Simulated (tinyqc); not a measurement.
Self-heating of a transistor with one or more fingers, with temperature-dependent conductivity: one step, computed by the program tinyqc. Command: `OMP_NUM_THREADS=1 python tinyqc.py 3000157 3000158 out.jsonl selfheat walk`. One thread of a shared host (Intel(R) Xeon(R) Processor @ 2.30GHz), about 0.08 s of CPU time with the checks.

N long parallel fingers lie on the top face of a slab whose bottom is held at T_0; the top is otherwise insulated, and heat flows in two dimensions. P in W/mm is 1000 P in W/m.

Question. Correction for the falling conductivity. Kirchhoff transformation for kappa = kappa_0 (T/T_0)^-m: T = T_0 [1 - (m - 1) theta/T_0]^(-1/(m - 1)), where theta is the linear rise. The bracket vanishes at the power P T_0/((m - 1) theta).

Inputs (values chosen for the exercise, modelled on gallium arsenide): exponent m in kappa ~ T^-m = 1.19; base temperature T_0 = 298 K; power per gate width P = 0.63 W/mm.

Power: fixed power.

largest theta = 55.17248 K

Give: peak temperature; true rise; true rise / linear rise; power at which the formula diverges.

Answer.

peak temperature = 359.8 K

true rise = 61.81 K

true rise / linear rise = 1.120

power at which the formula diverges = 17.91 W/mm

The falling conductivity adds 12.0 % to the rise.
